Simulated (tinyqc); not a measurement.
From results back to parameters: ellipsoidal valleys in the axes of a wafer and a channel. Four cases, with inputs chosen for the exercise.

Problem. A valley whose axis makes az^2 = 0.090909 with the surface normal has 1/mz = az^2/ml + (1 - az^2)/mt and mz md^2 = ml mt^2. Its confinement and density-of-states masses are given, and ml > mt.

Find: ml mt^2; mt; ml.

Method. Put ml = (mz md^2)/mt^2 into the first relation and solve for mt below (mz md^2)^(1/3), the value at which ml = mt; a scan of that range finds one root.

Case 1.

mz, md (m0): 0.2016751  0.4030744

Solution.

ml mt^2 = 0.032766
mt = 0.187 m0
ml = 0.937 m0

Case 2.

mz, md (m0): 0.2067351  0.3981484

Solution.

ml mt^2 = 0.032772
mt = 0.192 m0
ml = 0.889 m0

Case 3.

mz, md (m0): 0.2107604  0.4452859

Solution.

ml mt^2 = 0.041789
mt = 0.195 m0
ml = 1.099 m0

Case 4.

mz, md (m0): 0.2090713  0.4106996

Solution.

ml mt^2 = 0.035265
mt = 0.194 m0
ml = 0.937 m0

Computed by tinyqc, one run a case: `OMP_NUM_THREADS=1 python tinyqc.py N N+1 out.jsonl` with N = 1851002, 1851024, 1880246, 1880393; one thread of a shared Intel(R) Xeon(R) Processor @ 2.30GHz, about 0.01 s a run at most.
